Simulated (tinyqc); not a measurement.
One anharmonic mode: perturbation theory, self-consistent phonons and exact levels: one step, computed by the program tinyqc. Command: `OMP_NUM_THREADS=1 python tinyqc.py 3004224 3004225 out.jsonl scp walk`. One thread of a shared host (Intel(R) Xeon(R) Processor @ 2.30GHz), about 0.03 s of CPU time with the checks.

V(x) = k x^2/2 + b x^4 for one coordinate x of mass M. A constant K > 0 gives hbar Omega = sqrt((hbar^2/u) K/M) with K in eV/angstrom^2 and M in u.

Problem. Self-consistent results. Self-consistent phonon, centred at x = 0: K = k + 12 b <x^2>, <x^2> = (hbar Omega/(2K)) coth(hbar Omega/(2 k_B T)). Its free energy is F = k_B T ln[2 sinh(hbar Omega/(2 k_B T))] + (k - K)<x^2>/2 + 3 b <x^2>^2, an upper bound to the exact one.

Inputs (values chosen for the exercise, for a model mode):

| quantity | value | unit |
|---|---|---|
| mode mass M | 94.4 | u |
| harmonic constant k | -26.5 | eV/angstrom^2 |
| quartic constant b | 3610 | eV/angstrom^4 |
| temperature T | 410 | K |

Shape: double well.

self-consistent K = 29.61992 eV/angstrom^2

Constants: hbar^2/u = 4.18015928e-03 eV angstrom^2; k_B = 8.617333262e-05 eV/K.

Give: self-consistent quantum; self-consistent <x^2>; self-consistent free energy.

Solution.

self-consistent quantum = 36.216 meV

self-consistent <x^2> = 0.0012955 angstrom^2

self-consistent free energy = -15.768 meV
